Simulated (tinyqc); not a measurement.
Inside a calculation: inter-valley coupling by envelope functions against a chain of atomic planes. Values are carried at full precision from step to step, so a last printed digit may differ when a step is redone from the rounded ones.

Chain: E(phi) = e0 + 2 v cos(phi) + 2 u cos(2 phi), cos(phi0) = -v/(4u), e0 = 2u + v^2/(4u); plane j = 0, 1, ... has the potential V_j = dE x_j + F (j - 30) a/4 (1 MV/m = 1e-4 V/angstrom). There are 30 barrier planes a side; with y = j - 29.5, x_j = xb (f(y) + f(Nw - y)), f(y) = 1/(1 + exp(y/L)), plus any Ge added in the well. The valley splitting is the spacing of the two lowest levels. Envelope theory: F_j solves a one-valley chain with hopping -b and diagonal 2b + V_j, b = 4u sin^2(phi0), sum F_j^2 = 1; the valleys couple by Dv = sum_j F_j^2 V_j exp(-2 i phi0 j) and split by 2|Dv|.

Constants: hbar^2/2m0 = 3.80998211 eV angstrom^2.

Values chosen for the exercise (near those of the Delta valleys of silicon in a SiGe well; shifted at random, so the results belong to these values and not to a real crystal): a = 5.431 angstrom (lattice constant; planes lie a/4 apart); u = 0.62 eV (second-neighbour hopping); v = 0.548 eV (nearest hopping); Nw = 59 (planes in the well); L = 0.75 planes (interface width); xb = 0.27 (Ge fraction of the barriers); dE = 0.54 eV (offset per unit Ge fraction); F = 8 MV/m (field); js = 47 (plane j of a Ge spike (the well starts at j = 30)); xs = 0.14 (Ge fraction added on that plane).

## Valley phase, mass and the wavelengths that couple the valleys

phi0; b = 4u sin^2(phi0); mass m/m0 = c/(b (a/4)^2), c = hbar^2/2m0. A potential couples the valleys if its phase advances by 2 phi0 a plane, or, since only whole planes count, by 2 pi - 2 phi0: periods pi/phi0 and pi/(pi - phi0) planes.

phi0 = 1.79360 rad
b = 2.35891 eV
mass = 0.8761 m0

periods (planes): pi/phi0 1.7516, pi/(pi - phi0) 2.3306

longer period = 3.1643 angstrom

## The smooth well

Lowest doublet of the chain and the envelope result.

level (meV): chain 28.129, envelope 28.170

splitting (micro-eV): chain 17.8, envelope 17.4

planes covered, 1/sum F^4 = 31.42
largest F_j^2 = 0.04476

The levels agree within 0.04 meV. A graded interface has little Fourier weight at 2 phi0, so the splitting is a small remainder of cancelling terms; the envelope value is 0.98 times that of the chain.

## One plane of added Ge, to first order

F_j^2 of the smooth well on that plane = 0.04048

F_j is the envelope on plane j (sum F_j^2 = 1) and Dv the coupling of the two valleys, which split by 2|Dv|. A single plane has Fourier weight at all wavelengths: it adds dE xs F_j^2 to |Dv|, so the splitting is about 2 dE xs F_j^2 if this term rules, and the mean of the doublet rises by dE xs F_j^2.

splitting = 6120 micro-eV
rise of the mean level = 3.060 meV

The chain with the spike gives 5201 micro-eV and a rise of 2.608 meV; the envelope solved with the spike gives 5160. First order is +18 % off: the state draws back from the spike, which the envelope solved anew includes.

## Checks

- Splitting with a weak spike (0.02) on plane j = 49 from the envelope against the chain (micro-eV): 744 against 746.

Run: tinyqc, `OMP_NUM_THREADS=1 python tinyqc.py 1482478 1482479 out.jsonl`; Intel(R) Xeon(R) Processor @ 2.30GHz, one thread, shared host; about 0.1 s of CPU time with all checks.
